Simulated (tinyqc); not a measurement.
# Resistance of a source-drain extension with a graded tip: effects of single changes

y runs along the channel, the gate covers y > 0. The doping is N0 for y < y0 and N0 10^(-(y - y0)/la) beyond, uniform over the depth xj. Sheet conductance s(y) = q mu(N) max(N - Nch, 0) xj + (for y > 0) ma Cox Vo, with mu(N) = u0 + (u1 - u0)/(1 + (N/Nr)^au) and Cox = eps0 eox/tox. Current is taken as one-dimensional; depletion of the tip, spreading and the contact are left out. The metallurgical junction lies at yj, where N = Nch.

Inputs (values chosen for the exercise); mobility law close to that of holes in silicon: relative permittivity of the gate insulator (close to silicon dioxide) eox = 3.9; insulator thickness tox = 1.2 nm; active doping of the extension far from the gate N0 = 1.2e20 cm^-3; lateral abruptness la = 3 nm/decade; position under the gate where the fall begins (gate edge at 0) y0 = -0.3 nm; depth of the extension xj = 27 nm; channel doping Nch = 3.1e17 cm^-3; spacer length Ls = 25 nm; gate overdrive Vo = 0.48 V; mobility of the gate-induced layer ma = 52 cm^2/(V s); mobility at low doping u1 = 470.5 cm^2/(V s); mobility at high doping u0 = 44.9 cm^2/(V s); reference doping Nr = 2.23e17 cm^-3; exponent au = 0.719; gate length Lg = 40 nm.

Constants: q = 1.602176634e-19 C, eps0 = 8.8541878128e-14 F/cm where lengths are in cm. Results are converted to the units shown.

Each table varies one quantity; the others keep the values above.

## Abruptness at a fixed junction position

R_spacer = integral of dy/s from -Ls to 0, R_ov from 0 to yj, R_channel = (Lg - 2 yj)/(ma Cox Vo), R_total = 2 R_spacer + 2 R_ov + R_channel. Electrical length L_eff = ma Cox dR_total/d(1/Vo); R_series = R_total - L_eff/(ma Cox Vo). y0 is moved with la so that yj stays at 7.4635 nm.

The same in every row: yj (nm) = 7.463; R_channel (ohm um) = 349.1.

Abruptness at a fixed junction position:
```
la (nm/decade)	R_spacer (ohm um)	R_ov (ohm um)	R_total (ohm um)	L_eff (nm)	R_series (ohm um)
1	9.759	14.07	396.7	26.06	33.86
2.3	9.759	28.68	426.0	27.34	45.33
3.6	10.34	42.75	455.3	28.61	57.00
4.9	15.02	53.43	486.0	29.79	71.23
6.1	23.52	60.50	517.1	30.74	89.17
7.4	36.58	66.17	554.6	31.60	114.6
8.7	52.98	70.49	596.0	32.33	145.9
10	72.17	73.91	641.2	32.95	182.5
```

What does the comparison show, and why?

As la goes from 1 to 10 nm/decade, R_total rises from 397 to 641 ohm um, R_spacer rises from 9.76 to 72.2 ohm um and R_ov rises from 14.1 to 73.9 ohm um. R_total changes on average by 27.2 ohm um for each nm/decade. L_eff exceeds the metallurgical length by 0.991 nm in the first row and 7.87 nm in the last, since the gate also controls the lightly doped tips.

## Effect of the active doping of the extension far from the gate

Same model as above.

Result of one run:
```
N0 (cm^-3)	yj (nm)	R_spacer (ohm um)	R_ov (ohm um)	R_channel (ohm um)	R_total (ohm um)	L_eff (nm)	R_series (ohm um)
2.6e20	8.471	4.688	36.87	321.0	404.2	26.01	42.01
```

What becomes of these results when the active doping of the extension far from the gate N0 is changed from 2.6e20 to 3.1e19 cm^-3, all else the same?

Result of the changed run:
```
N0 (cm^-3)	yj (nm)	R_spacer (ohm um)	R_ov (ohm um)	R_channel (ohm um)	R_total (ohm um)	L_eff (nm)	R_series (ohm um)
3.1e19	5.700	33.19	34.98	398.2	534.5	31.54	95.47
```

The whole series:
```
N0 (cm^-3)	yj (nm)	R_spacer (ohm um)	R_ov (ohm um)	R_channel (ohm um)	R_total (ohm um)	L_eff (nm)	R_series (ohm um)
2e19	5.129	48.13	34.00	414.1	578.4	32.66	123.6
3.1e19	5.700	33.19	34.98	398.2	534.5	31.54	95.47
4.7e19	6.242	23.04	35.65	383.1	500.5	30.46	76.39
7.2e19	6.798	15.68	36.14	367.6	471.3	29.35	62.58
1.1e20	7.350	10.60	36.48	352.2	446.4	28.25	53.07
1.7e20	7.917	7.036	36.71	336.4	423.9	27.12	46.40
2.6e20	8.471	4.688	36.87	321.0	404.2	26.01	42.01
4e20	9.032	3.091	36.98	305.4	385.5	24.89	39.02
```

As N0 goes from 2e19 to 4e20, R_total falls from 578 to 386 ohm um, L_eff falls from 32.7 to 24.9 nm and R_series falls from 124 to 39.0 ohm um.

tinyqc, about 0.03 s, one thread, Intel Xeon 2.30GHz (shared host): `OMP_NUM_THREADS=1 python tinyqc.py 2282146 2282147 out.jsonl`
